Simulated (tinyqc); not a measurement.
What each parameter does: interface roughness in a thin film (subband fluctuation and scattering).

Square well of width t, barriers V0, c = hbar^2/2m0: E1 solves k t + 2 atan[(k/mz)/(kappa/mb)] = pi, k = sqrt(mz E/c), kappa = sqrt(mb (V0 - E)/c). One interface is rough, so the subband edge fluctuates by G dt with G = |dE1/dt| (central difference of 0.01 angstrom; 2 E1/t for hard walls).

Gaussian roughness spectrum S(q) = pi D^2 Lc^2 exp(-q^2 Lc^2/4). Degenerate gas, taken to fill one subband (the second starts to fill once c kF^2/md exceeds E2 - E1, which is not tested here): kF = sqrt(2 pi Ns/gv), q = 2 kF sin(theta/2), 1/tau = (md/(2 pi c hbar)) G^2 times the integral from 0 to pi of S(q)(1 - cos theta)/eps(q)^2 dtheta, eps(q) = 1 + qs/q with screening (qs = gv md q0/(c eps), q0 = e^2/(4 pi eps0), form factors left out, which overstates the screening; other scattering is left out too, so these values lie far above measured mobilities in all but the thinnest films) or 1 without; mobility = tau c2/md with c2 = e/m0 = 1.75882e15 cm^2/(V s^2); 1e12/cm^2 = 1e-4/angstrom^2.

Constants: hbar^2/2m0 = 3.80998211 eV angstrom^2; hbar = 6.58211957e-16 eV s; e^2/(4 pi eps0) = 14.39964547 eV angstrom.

Parameters, chosen for this exercise (near those of a thin Ge channel on (111), one valley; the results hold for these values, not for the real material): t = 30 angstrom (film thickness); mz = 1.586 m0 (confinement mass); V0 = 2.08 eV (barrier); mb = 0.31 m0 (barrier mass); md = 0.08 m0 (mass in the plane); gv = 1 (valleys); D = 2.4 angstrom (rms height of the roughness); Lc = 26 angstrom (correlation length); Ns = 2.4 x 1e12/cm^2 (sheet density); eps = 12.2 (mean dielectric constant at the channel).

G, G D, and the screened mobility.

Results for these values:

| case | G (meV/angstrom) | G D (meV) | mobility (cm^2/(V s)) |
|---|---|---|---|
| base | 1.598 | 3.84 | 1.836e+05 |

What happens to each result for mz = 1.824 m0, all else kept?

Answer: G falls from 1.598 to 1.407; G D falls from 3.84 to 3.38; mobility rises from 1.836e+05 to 2.369e+05.

The same for each parameter in turn:

| case | G (meV/angstrom) | G D (meV) | mobility (cm^2/(V s)) |
|---|---|---|---|
| base | 1.598 | 3.84 | 1.836e+05 |
| t = 26 angstrom | 2.420 | 5.81 | 8.009e+04 |
| D = 3.12 angstrom | 1.598 | 4.99 | 1.086e+05 |
| Lc = 34 angstrom | 1.598 | 3.84 | 1.785e+05 |
| Ns = 3.84 x 1e12/cm^2 | 1.598 | 3.84 | 2.490e+05 |
| mz = 1.824 m0 | 1.407 | 3.38 | 2.369e+05 |
| md = 0.092 m0 | 1.598 | 3.84 | 1.509e+05 |
| V0 = 1.46 eV | 1.569 | 3.77 | 1.904e+05 |
| eps = 14.6 | 1.598 | 3.84 | 1.668e+05 |

In the base case G D is 0.053 times EF - E1 = 71.8 meV.

Computed by tinyqc, a small Python program: `OMP_NUM_THREADS=1 python tinyqc.py 1252087 1252088 out.jsonl` (the numbers bound the seed that draws the inputs); one thread of a shared host (Intel(R) Xeon(R) Processor @ 2.30GHz), about 0.01 s for the whole set of steps.
